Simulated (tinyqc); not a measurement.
## Doping from resistivity

Inverse problem. A uniform, uncompensated and fully ionised sample has rho = 1/(q N mu), mu = m1 + (m2 (T/300 K)^(-bt) - m1)/(1 + (N/Nr)^am). Find N, mu and the diffusion coefficient mu Vt.

Inputs (values chosen for the exercise): temperature T = 350 K; mobility limit at high doping m1 = 54 cm^2/(V s); mobility limit at low doping, at 300 K m2 = 1420 cm^2/(V s); reference doping of the mobility law Nr = 9.33e16 cm^-3; exponent of the mobility law am = 0.668; temperature exponent of m2 bt = 2.4.

Constants: q = 1.602176634e-19 C, kB = 1.380649e-23 J/K, Vt = kB T/q. Results are converted to the units shown.

resistivity = 0.0019444689 ohm cm

Solution. With am below 1 the product N mu rises steadily with N, so one doping matches; it is found by iterating N = 1/(q rho mu(N)).

N = 4.70e19 cm^-3
mu = 68.3 cm^2/(V s)
diffusion coefficient = 2.06 cm^2/s

Numbers from tinyqc (`OMP_NUM_THREADS=1 python tinyqc.py 2110043 2110044 out.jsonl`; about 0.01 s on one thread of a shared Intel Xeon 2.30GHz).
